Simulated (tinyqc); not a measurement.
Worked calculation: UKS/LDA (PW92) in the 3-21g basis, for H2-, spin multiplicity 2. The basis has no diffuse functions, so it cannot describe the extra electron: this is an exercise in the method, not the real anion. Computed by tinyqc, a small Python program that keeps every step (integrals from PySCF). Settings: charge = -1, multiplicity = 2, basis = 3-21g, energy threshold = 1e-08, iteration cap = 86, orthogonalisation = canonical, start = atomic densities, DIIS depth = 0, shift = 1.0, method = UKS, functional = lda,pw, grid = [20, 86]. Command: `OMP_NUM_THREADS=1 python tinyqc.py 31477 31478 out.jsonl` (the two numbers bound the seeds that draw the settings). One thread of a shared host (Intel(R) Xeon(R) Processor @ 2.60GHz), about 0.5 s of CPU time with the checks. Later iterations appear only in the table of the cycle.

## One-electron integrals

Geometry (angstrom):

| atom | x | y | z |
|---|---|---|---|
| H | 0.00000 | 0.00000 | 0.00000 |
| H | 0.00000 | 0.00000 | 0.77500 |

Basis 3-21g: exponents (1/bohr^2) and contraction coefficients of normalised primitives:

| element | l (shell) | exponent | coefficient |
|---|---|---|---|
| H | s (1) | 5.44718 | 0.15628 |
| H | s (1) | 0.82455 | 0.90469 |
| H | s (2) | 0.18319 | 1.00000 |

Overlap, kinetic and nuclear-attraction integrals over the contracted functions; the nuclear repulsion is the sum of Za Zb / Rab.

nuclear repulsion = 0.6828093 hartree

overlap S, lower triangle:
```
         1H 1s    1H 2s    2H 1s    2H 2s
1H 1s  1.00000
1H 2s  0.64590  1.00000
2H 1s  0.37192  0.46695  1.00000
2H 2s  0.46695  0.82163  0.64590  1.00000
```

kinetic energy T (hartree), lower triangle:
```
         1H 1s    1H 2s    2H 1s    2H 2s
1H 1s  1.54940
1H 2s  0.29315  0.27479
2H 1s  0.16820  0.16596  1.54940
2H 2s  0.16596  0.19620  0.29315  0.27479
```

nuclear attraction V (hartree), lower triangle:
```
          1H 1s     1H 2s     2H 1s     2H 2s
1H 1s  -2.39936
1H 2s  -1.20795  -1.22245
2H 1s  -0.86920  -0.90564  -2.39936
2H 2s  -0.90564  -1.05299  -1.20795  -1.22245
```

core Hamiltonian H = T + V (hartree), lower triangle:
```
          1H 1s     1H 2s     2H 1s     2H 2s
1H 1s  -0.84995
1H 2s  -0.91480  -0.94766
2H 1s  -0.70101  -0.73968  -0.84995
2H 2s  -0.73968  -0.85679  -0.91480  -0.94766
```

## Two-electron integrals

Functions are numbered as in S; the eight-fold symmetry (ij|kl) = (ji|kl) = (kl|ij) leaves the list below.

Two-electron integrals (ij|kl) in chemists' order, unique and non-zero (hartree):
```
(11|11) 1.14014   (21|11) 0.61140   (21|21) 0.34515   (22|11) 0.62637
(22|21) 0.38033   (22|22) 0.48296   (31|11) 0.34741   (31|21) 0.19739
(31|22) 0.21883   (31|31) 0.14495   (32|11) 0.32418   (32|21) 0.19571
(32|22) 0.24214   (32|31) 0.15136   (32|32) 0.17979   (33|11) 0.65184
(33|21) 0.40193   (33|22) 0.51175   (33|31) 0.34741   (33|32) 0.43489
(33|33) 1.14014   (41|11) 0.43489   (41|21) 0.24641   (41|22) 0.27322
(41|31) 0.15136   (41|32) 0.15333   (41|33) 0.32418   (41|41) 0.17979
(42|11) 0.48759   (42|21) 0.29789   (42|22) 0.38419   (42|31) 0.18948
(42|32) 0.22112   (42|33) 0.48759   (42|41) 0.22112   (42|42) 0.32603
(43|11) 0.40193   (43|21) 0.24703   (43|22) 0.31754   (43|31) 0.19739
(43|32) 0.24641   (43|33) 0.61140   (43|41) 0.19571   (43|42) 0.29789
(43|43) 0.34515   (44|11) 0.51175   (44|21) 0.31754   (44|22) 0.42651
(44|31) 0.21883   (44|32) 0.27322   (44|33) 0.62637   (44|41) 0.24214
(44|42) 0.38419   (44|43) 0.38033   (44|44) 0.48296
```

## Orthogonalisation

S = U s U^T; canonical form X = U s^(-1/2), so that X^T S X = 1. Each column of U has its largest component positive (the first on a tie).

eigenvalues of S: 0.11585  0.46144  0.69059  2.73212

X:
```
              1         2         3        4
1H 1s  -0.68515   0.80566   0.80328  0.27089
1H 2s   1.96122  -0.65915   0.28063  0.33110
2H 1s   0.68515   0.80566  -0.80328  0.27089
2H 2s  -1.96122  -0.65915  -0.28063  0.33110
```

## Starting guess

The start is atomic minimal-basis densities projected into this basis (PySCF's MINAO start) and scaled to the electron count of each spin; this density is not idempotent, so its energy is not variational and may lie below the converged one.

D(alpha) at the start, lower triangle:
```
          1H 1s    1H 2s    2H 1s    2H 2s
1H 1s   0.20612
1H 2s   0.28719  0.40160
2H 1s  -0.01049  0.00260  0.20612
2H 2s   0.00260  0.02770  0.28719  0.40160
```

D(beta) at the start, lower triangle:
```
          1H 1s    1H 2s    2H 1s    2H 2s
1H 1s   0.10306
1H 2s   0.14360  0.20080
2H 1s  -0.00525  0.00130  0.10306
2H 2s   0.00130  0.01385  0.14360  0.20080
```

## Iteration 1: exchange-correlation on the grid

Becke grid with 20 radial and 86 angular points per atom, points of zero weight dropped. rho = sum D_ij phi_i phi_j; V_xc,ij = sum w v_xc phi_i phi_j; v_xc is d(rho eps)/d rho(s) for spin s.

The 12 grid points with the largest w rho, of 3424 (bohr, atomic units):

| x | y | z | w | rho(alpha) | rho(beta) | eps_xc | v_xc(alpha) |
|---|---|---|---|---|---|---|---|
| 0.85420 | -0.85420 | 0.23259 | 0.06972 | 0.03838 | 0.01919 | -0.33968 | -0.46494 |
| -0.85420 | -0.85420 | 0.23259 | 0.06972 | 0.03838 | 0.01919 | -0.33968 | -0.46494 |
| 0.85420 | 0.85420 | 0.23259 | 0.06972 | 0.03838 | 0.01919 | -0.33968 | -0.46494 |
| -0.85420 | 0.85420 | 0.23259 | 0.06972 | 0.03838 | 0.01919 | -0.33968 | -0.46494 |
| 0.85420 | 0.85420 | 1.23195 | 0.06972 | 0.03838 | 0.01919 | -0.33968 | -0.46494 |
| 0.85420 | -0.85420 | 1.23195 | 0.06972 | 0.03838 | 0.01919 | -0.33968 | -0.46494 |
| -0.85420 | -0.85420 | 1.23195 | 0.06972 | 0.03838 | 0.01919 | -0.33968 | -0.46494 |
| -0.85420 | 0.85420 | 1.23195 | 0.06972 | 0.03838 | 0.01919 | -0.33968 | -0.46494 |
| -1.14081 | 0.00000 | 0.46040 | 0.05976 | 0.04392 | 0.02196 | -0.35403 | -0.48502 |
| 1.14081 | 0.00000 | 0.46040 | 0.05976 | 0.04392 | 0.02196 | -0.35403 | -0.48502 |
| 0.00000 | -1.14081 | 0.46040 | 0.05976 | 0.04392 | 0.02196 | -0.35403 | -0.48502 |
| 0.00000 | 1.14081 | 0.46040 | 0.05976 | 0.04392 | 0.02196 | -0.35403 | -0.48502 |

electrons on the grid, sum of w rho = 3.00006

E_xc = sum of w rho eps_xc = -1.0671978 hartree

V_xc(alpha) (hartree), lower triangle:
```
          1H 1s     1H 2s     2H 1s     2H 2s
1H 1s  -0.63034
1H 2s  -0.35080  -0.37108
2H 1s  -0.23674  -0.26084  -0.63034
2H 2s  -0.26084  -0.31951  -0.35080  -0.37108
```

V_xc(beta) (hartree), lower triangle:
```
          1H 1s     1H 2s     2H 1s     2H 2s
1H 1s  -0.53705
1H 2s  -0.30067  -0.32294
2H 1s  -0.20165  -0.22332  -0.53705
2H 2s  -0.22332  -0.27754  -0.30067  -0.32294
```

## Iteration 1: building the Kohn-Sham matrix

J_ij = sum D_kl (ij|kl) with D = D(alpha) + D(beta); F = H + J + V_xc; E = tr D H + tr D J / 2 + E_xc + E_nn.

Coulomb J (hartree), lower triangle:
```
         1H 1s    1H 2s    2H 1s    2H 2s
1H 1s  2.14822
1H 2s  1.26590  1.53007
2H 1s  0.83215  0.94227  2.14822
2H 2s  0.94227  1.30228  1.26590  1.53007
```

F(alpha) (hartree), lower triangle:
```
          1H 1s     1H 2s    2H 1s    2H 2s
1H 1s   0.66793
1H 2s   0.00030   0.21133
2H 1s  -0.10560  -0.05825  0.66793
2H 2s  -0.05825   0.12597  0.00030  0.21133
```

F(beta) (hartree), lower triangle:
```
          1H 1s     1H 2s    2H 1s    2H 2s
1H 1s   0.76122
1H 2s   0.05043   0.25947
2H 1s  -0.07051  -0.02073  0.76122
2H 2s  -0.02073   0.16794  0.05043  0.25947
```

total energy of this density = -0.9637905 hartree

This density is the starting one; it is not idempotent, so its energy is not variational and may lie below the converged one.

## Iteration 1: diagonalisation and new density

A level shift of 1 hartree raises the virtual space: F + shift (S - S D(s) S), with D(s) the density of one spin. Diagonalise F' = X^T F X, C = X C', fill 2 alpha and 1 beta electrons from the bottom; D(s) = C_occ C_occ^T. Each column has its largest component positive (the first on a tie).

F' = X^T F X (alpha) (hartree), lower triangle:
```
          1        2        3         4
1   2.04739
2   0.00000  2.14379
3  -0.67237  0.00000  1.78071
4   0.00000  0.15214  0.00000  -0.55728
```

orbital energies (alpha) (hartree): MO1 -0.56582, MO2 1.22858, MO3 2.15233, MO4 2.59951

coefficients C (alpha):
```
           MO1       MO2       MO3       MO4
1H 1s  0.22530   0.18599   0.81958  -1.03928
1H 2s  0.36753   1.46150  -0.63956   1.33760
2H 1s  0.22530  -0.18599   0.81958   1.03928
2H 2s  0.36753  -1.46150  -0.63956  -1.33760
```

F' = X^T F X (beta) (hartree), lower triangle:
```
          1        2        3        4
1   2.09210
2   0.00000  2.20376
3  -0.65635  0.00000  2.01006
4   0.00000  0.15224  0.00000  0.35925
```

orbital energies (beta) (hartree): MO1 0.34677, MO2 1.39344, MO3 2.21624, MO4 2.70871

coefficients C (beta):
```
           MO1       MO2       MO3       MO4
1H 1s  0.20416   0.11633   0.82510  -1.04937
1H 2s  0.38385   1.54738  -0.62990   1.23725
2H 1s  0.20416  -0.11633   0.82510   1.04937
2H 2s  0.38385  -1.54738  -0.62990  -1.23725
```

D(alpha) after iteration 1, lower triangle:
```
          1H 1s     1H 2s    2H 1s    2H 2s
1H 1s   0.08535
1H 2s   0.35463   2.27106
2H 1s   0.01617  -0.18902  0.08535
2H 2s  -0.18902  -2.00090  0.35463  2.27106
```

D(beta) after iteration 1, lower triangle:
```
         1H 1s    1H 2s    2H 1s    2H 2s
1H 1s  0.04168
1H 2s  0.07837  0.14734
2H 1s  0.04168  0.07837  0.04168
2H 2s  0.07837  0.14734  0.07837  0.14734
```

## Iteration 2: exchange-correlation on the grid

As before.

The 12 grid points with the largest w rho, of 3424 (bohr, atomic units):

| x | y | z | w | rho(alpha) | rho(beta) | eps_xc | v_xc(alpha) |
|---|---|---|---|---|---|---|---|
| 0.00000 | 0.00000 | -2.04068 | 0.29431 | 0.01392 | 0.00225 | -0.24223 | -0.32905 |
| 0.00000 | 0.00000 | 3.50522 | 0.29431 | 0.01392 | 0.00225 | -0.24223 | -0.32905 |
| -0.76371 | 0.00000 | -1.89238 | 0.30115 | 0.01343 | 0.00232 | -0.23960 | -0.32574 |
| 0.00000 | -0.76371 | -1.89238 | 0.30115 | 0.01343 | 0.00232 | -0.23960 | -0.32574 |
| 0.00000 | 0.76371 | -1.89238 | 0.30115 | 0.01343 | 0.00232 | -0.23960 | -0.32574 |
| 0.76371 | 0.00000 | -1.89238 | 0.30115 | 0.01343 | 0.00232 | -0.23960 | -0.32574 |
| 0.76371 | 0.00000 | 3.35692 | 0.30115 | 0.01343 | 0.00232 | -0.23960 | -0.32574 |
| -0.76371 | 0.00000 | 3.35692 | 0.30115 | 0.01343 | 0.00232 | -0.23960 | -0.32574 |
| 0.00000 | -0.76371 | 3.35692 | 0.30115 | 0.01343 | 0.00232 | -0.23960 | -0.32574 |
| 0.00000 | 0.76371 | 3.35692 | 0.30115 | 0.01343 | 0.00232 | -0.23960 | -0.32574 |
| -0.59763 | 0.00000 | -1.48087 | 0.15255 | 0.02520 | 0.00587 | -0.29156 | -0.39965 |
| 0.00000 | -0.59763 | -1.48087 | 0.15255 | 0.02520 | 0.00587 | -0.29156 | -0.39965 |

electrons on the grid, sum of w rho = 3.00003

E_xc = sum of w rho eps_xc = -0.9239816 hartree

V_xc(alpha) (hartree), lower triangle:
```
          1H 1s     1H 2s     2H 1s     2H 2s
1H 1s  -0.56645
1H 2s  -0.32343  -0.36511
2H 1s  -0.20700  -0.23609  -0.56645
2H 2s  -0.23609  -0.30746  -0.32343  -0.36511
```

V_xc(beta) (hartree), lower triangle:
```
          1H 1s     1H 2s     2H 1s     2H 2s
1H 1s  -0.51121
1H 2s  -0.29178  -0.32555
2H 1s  -0.19491  -0.21686  -0.51121
2H 2s  -0.21686  -0.27814  -0.29178  -0.32555
```

## Iteration 2: building the Kohn-Sham matrix

As before.

Coulomb J (hartree), lower triangle:
```
         1H 1s    1H 2s    2H 1s    2H 2s
1H 1s  1.92225
1H 2s  1.14994  1.43539
2H 1s  0.73595  0.84970  1.92225
2H 2s  0.84970  1.21349  1.14994  1.43539
```

F(alpha) (hartree), lower triangle:
```
          1H 1s     1H 2s     2H 1s    2H 2s
1H 1s   0.50585
1H 2s  -0.08829   0.12262
2H 1s  -0.17206  -0.12608   0.50585
2H 2s  -0.12608   0.04924  -0.08829  0.12262
```

F(beta) (hartree), lower triangle:
```
          1H 1s     1H 2s     2H 1s    2H 2s
1H 1s   0.56109
1H 2s  -0.05664   0.16218
2H 1s  -0.15996  -0.10684   0.56109
2H 2s  -0.10684   0.07856  -0.05664  0.16218
```

total energy of this density = -0.8860442 hartree

## Iteration 2: diagonalisation and new density

As before.

F' = X^T F X (alpha) (hartree), lower triangle:
```
          1        2        3        4
1   1.59515
2   0.00000  2.03488
3  -1.05136  0.00000  1.32322
4   0.00000  0.08884  0.00000  0.01290
```

orbital energies (alpha) (hartree): MO1 0.00900, MO2 0.39907, MO3 2.03878, MO4 2.51930

coefficients C (alpha):
```
           MO1       MO2       MO3       MO4
1H 1s  0.23533   0.15099   0.81675  -1.04494
1H 2s  0.35966   1.50559  -0.64402   1.28777
2H 1s  0.23533  -0.15099   0.81675   1.04494
2H 2s  0.35966  -1.50559  -0.64402  -1.28777
```

F' = X^T F X (beta) (hartree), lower triangle:
```
          1        2        3        4
1   2.05038
2   0.00000  2.07052
3  -0.56276  0.00000  1.98898
4   0.00000  0.12261  0.00000  0.05968
```

orbital energies (beta) (hartree): MO1 0.05223, MO2 1.45608, MO3 2.07797, MO4 2.58328

coefficients C (beta):
```
           MO1       MO2       MO3       MO4
1H 1s  0.22154   0.11218   0.82060  -1.04982
1H 2s  0.37046   1.55226  -0.63787   1.23111
2H 1s  0.22154  -0.11218   0.82060   1.04982
2H 2s  0.37046  -1.55226  -0.63787  -1.23111
```

D(alpha) after iteration 2, lower triangle:
```
          1H 1s     1H 2s    2H 1s    2H 2s
1H 1s   0.07818
1H 2s   0.31197   2.39615
2H 1s   0.03258  -0.14269  0.07818
2H 2s  -0.14269  -2.13744  0.31197  2.39615
```

D(beta) after iteration 2, lower triangle:
```
         1H 1s    1H 2s    2H 1s    2H 2s
1H 1s  0.04908
1H 2s  0.08207  0.13724
2H 1s  0.04908  0.08207  0.04908
2H 2s  0.08207  0.13724  0.08207  0.13724
```

## Iteration 15 (converged): orbitals

converged F(alpha) (hartree), lower triangle:
```
          1H 1s     1H 2s     2H 1s    2H 2s
1H 1s   0.51455
1H 2s  -0.08492   0.12335
2H 1s  -0.16907  -0.12345   0.51455
2H 2s  -0.12345   0.05022  -0.08492  0.12335
```

converged F(beta) (hartree), lower triangle:
```
          1H 1s     1H 2s     2H 1s    2H 2s
1H 1s   0.55399
1H 2s  -0.05931   0.16177
2H 1s  -0.16170  -0.10870   0.55399
2H 2s  -0.10870   0.07809  -0.05931  0.16177
```

Diagonalise F' = X^T F X, C = X C', fill 2 alpha and 1 beta electrons from the bottom; D(s) = C_occ C_occ^T. Each column has its largest component positive (the first on a tie).

F' = X^T F X (alpha) (hartree), lower triangle:
```
          1        2        3        4
1   0.99725
2   0.00000  1.04195
3  -0.56540  0.00000  0.92849
4   0.00000  0.03828  0.00000  0.01400
```

orbital energies (alpha) (hartree): MO1 0.01258, MO2 0.39643, MO3 1.04337, MO4 1.52931

coefficients C (alpha):
```
           MO1       MO2       MO3       MO4
1H 1s  0.24076   0.11545   0.81517  -1.04946
1H 2s  0.35537   1.54842  -0.64639   1.23594
2H 1s  0.24076  -0.11545   0.81517   1.04946
2H 2s  0.35537  -1.54842  -0.64639  -1.23594
```

F' = X^T F X (beta) (hartree), lower triangle:
```
          1        2        3        4
1   1.05016
2   0.00000  1.07457
3  -0.55904  0.00000  0.98134
4   0.00000  0.03690  0.00000  0.04989
```

orbital energies (beta) (hartree): MO1 0.04856, MO2 0.45565, MO3 1.07590, MO4 1.57585

coefficients C (beta):
```
           MO1       MO2       MO3       MO4
1H 1s  0.24176   0.11584   0.81488  -1.04942
1H 2s  0.35458   1.54796  -0.64683   1.23652
2H 1s  0.24176  -0.11584   0.81488   1.04942
2H 2s  0.35458  -1.54796  -0.64683  -1.23652
```

D(alpha) after iteration 15, lower triangle:
```
          1H 1s     1H 2s    2H 1s    2H 2s
1H 1s   0.07129
1H 2s   0.26432   2.52388
2H 1s   0.04464  -0.09320  0.07129
2H 2s  -0.09320  -2.27131  0.26432  2.52388
```

D(beta) after iteration 15, lower triangle:
```
         1H 1s    1H 2s    2H 1s    2H 2s
1H 1s  0.05845
1H 2s  0.08572  0.12572
2H 1s  0.05845  0.08572  0.05845
2H 2s  0.08572  0.12572  0.08572  0.12572
```

## Convergence

Stop when the energy changes by less than 1e-08 hartree and every element of the error matrix X^T (F D S - S D F) X (for each spin) is below 3e-05.

Course of the cycle:

| iteration | E (hartree) | change | largest element of the error matrix |
|---|---|---|---|
| 1 | -0.9637905 | - | 1.56e-01 |
| 2 | -0.8860442 | 7.77e-02 | 7.12e-02 |
| 3 | -0.8914554 | -5.41e-03 | 3.59e-02 |
| 4 | -0.8928281 | -1.37e-03 | 1.80e-02 |
| 5 | -0.8931812 | -3.53e-04 | 9.07e-03 |
| 6 | -0.8932738 | -9.26e-05 | 4.56e-03 |
| 7 | -0.8932987 | -2.49e-05 | 2.30e-03 |
| 8 | -0.8933056 | -6.87e-06 | 1.16e-03 |
| 9 | -0.8933075 | -1.94e-06 | 6.19e-04 |
| 10 | -0.8933081 | -5.64e-07 | 3.45e-04 |
| 11 | -0.8933082 | -1.67e-07 | 1.93e-04 |
| 12 | -0.8933083 | -5.05e-08 | 1.08e-04 |
| 13 | -0.8933083 | -1.55e-08 | 6.10e-05 |
| 14 | -0.8933083 | -4.83e-09 | 3.43e-05 |
| 15 | -0.8933083 | -1.52e-09 | 1.94e-05 |

PySCF UKS in the same basis, fine grid, after a stability check = -0.8933006 hartree

Converged in 15 iterations. The coarse grid moves the energy by -7.71e-06 hartree.

## Populations, bond orders and dipole

Mulliken: Z minus the diagonal of D S on the atom; Loewdin: the same with S^(1/2) D S^(1/2); Mayer order: 2 sum_s sum (D(s) S)_ij (D(s) S)_ji over the two atoms.

Charges (e):

| atom | Mulliken | Loewdin | Mulliken spin |
|---|---|---|---|
| 1H | -0.50000 | -0.50000 | 0.50000 |
| 2H | -0.50000 | -0.50000 | 0.50000 |

Mayer bond orders:

| pair | order |
|---|---|
| 2-1 | 0.36128 |

dipole moment about the origin, x y z (debye): 0.00000  0.00000  -1.86124

<S^2> of the determinant (pure state: 0.75) = 0.75000
